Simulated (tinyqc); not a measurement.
Where in the gap a trap does harm: carrier lifetime from Shockley-Read-Hall, radiative, Auger and surface recombination. Computed by tinyqc, a small Python program. Command: `OMP_NUM_THREADS=1 python tinyqc.py 3023577 3023578 out.jsonl lifetime walk`. One thread of a shared host (Intel(R) Xeon(R) Processor @ 2.30GHz), about 0.02 s of CPU time with the checks.

Energies are counted from the top of the valence band. Boltzmann statistics, full ionisation, and equal excess densities of electrons and holes.

Inputs (values chosen for the exercise, with bands modelled on GaN):

| quantity | value | unit |
|---|---|---|
| gap E_g | 3.43 | eV |
| electron mass m_e | 0.206 | m_0 |
| valleys M_c | 1 | - |
| hole mass m_h | 1.35 | m_0 |
| temperature T | 300 | K |
| doping N | 1.8e+18 | cm^-3 |
| trap level E_t | 1.55 | eV |
| trap density N_t | 2.4e+14 | cm^-3 |
| electron cross-section sigma_n | 1.5e-17 | cm^2 |
| hole cross-section sigma_p | 6.9e-16 | cm^2 |

Doping: n-type. Surface term: none.

Constants: m_0 = 9.1093837015e-31 kg; k_B = 1.380649e-23 J/K; h = 6.62607015e-34 J s; k_B = 8.617333262e-05 eV/K.

Method:
- N_c = 2 M_c (2 pi m_e k_B T/h^2)^(3/2) and N_v = 2 (2 pi m_h k_B T/h^2)^(3/2), masses in units of m_0.
- n_i = sqrt(N_c N_v) exp(-E_g/2 k_B T); majority density N/2 + sqrt(N^2/4 + n_i^2), minority density n_i^2 over it.
- v = sqrt(3 k_B T/m) with m_e or m_h; tau_n0 = 1/(sigma_n v_n N_t), tau_p0 = 1/(sigma_p v_p N_t); n1 = N_c exp(-(E_g - E_t)/k_B T), p1 = N_v exp(-E_t/k_B T).
- Low injection: tau = [tau_p0 (n_0 + n1) + tau_n0 (p_0 + p1)]/(n_0 + p_0). Depleted region (n = p = 0): generation lifetime tau_g = (tau_p0 n1 + tau_n0 p1)/n_i. n1 = N_c exp(-(E_g - E_t)/k_B T), p1 = N_v exp(-E_t/k_B T).

tau_p0 = 6.00742e-07 s

n_0 = 1.80e+18 cm^-3

N_c = 2.34624e+18 cm^-3

tau_n0 = 1.07948e-05 s

p_0 = 1.22662e-38 cm^-3

N_v = 3.93616e+19 cm^-3

n_i = 1.48590e-10 cm^-3

The same trap at other energies:

| E_t (eV) | SRH lifetime (s) | generation lifetime (s) |
|---|---|---|
| 0.206 | 6.8247e-07 | 9.9003e+20 |
| 0.514 | 6.0074e-07 | 6.6294e+15 |
| 0.858 | 6.0074e-07 | 1.1029e+10 |
| 1.200 | 6.0074e-07 | 1.9824e+04 |
| 1.544 | 6.0074e-07 | 3.2979e-02 |
| 1.715 | 6.0074e-07 | 4.4361e-05 |
| 1.887 | 6.0074e-07 | 1.1377e-04 |
| 2.230 | 6.0074e-07 | 6.5759e+01 |
| 2.573 | 6.0074e-07 | 3.8028e+07 |
| 2.916 | 6.0074e-07 | 2.1991e+13 |
| 3.224 | 6.0101e-07 | 3.2841e+18 |

What follows from these numbers?

The SRH lifetime (other channels left aside) stays within 10 % of its least value, among these rows, from E_t = 0.514 to 3.224 eV. The generation lifetime has a sharp minimum, among these rows at 1.715 eV and exactly at 1.789 eV, where tau_p0 n1 = tau_n0 p1, since generation needs two thermal jumps and the larger one rules. Caution: the doping is near the effective density of states, where Boltzmann statistics fail and the gap narrows.

Extremes, crossings and ranges named in words are read from the listed rows.
